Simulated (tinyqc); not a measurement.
## Inverter chain driving a load

N inverters, each f = Hc^(1/N) times larger than the one before: delay tau N (f + pp). Switched capacitance in units of the first input, with output capacitance pp times the input: Hc + (1 + pp)(Hc - 1)/(f - 1).

Values chosen for this exercise:
- Hc = 150 (load over the input capacitance of the chain)
- pp = 1.5 (parasitic delay of an inverter)
- tau = 4.4 ps (delay unit)

Result of one run:
```
N      f  delay (ps)  switched capacitance
6  2.305       100.5                 435.4
```

What becomes of these results when the number of stages N is changed from 6 to 8, all else the same?

Result of the changed run:
```
N      f  delay (ps)  switched capacitance
8  1.871       118.6                 577.8
```

The whole series:
```
N      f  delay (ps)  switched capacitance
1  150.0       666.6                 152.5
2  12.25       121.0                 183.1
3  5.313       89.94                 236.4
4  3.500       87.99                 299.0
5  2.724       92.93                 366.1
6  2.305       100.5                 435.4
7  2.046       109.2                 506.2
8  1.871       118.6                 577.8
```

The delay goes from 667 through a minimum of 88.0 (at N = 4 among the rows listed) to 119 ps. The best stage effort solves pp + rho (1 - ln rho) = 0, rho = 3.97, which gives N = ln Hc/ln rho = 3.64. One stage fewer than the best costs 2.2 % in delay and saves 21 % of the switched capacitance.

Numbers from tinyqc (`OMP_NUM_THREADS=1 python tinyqc.py 2082061 2082062 out.jsonl`; about 0.01 s on one thread of a shared Intel Xeon 2.30GHz).
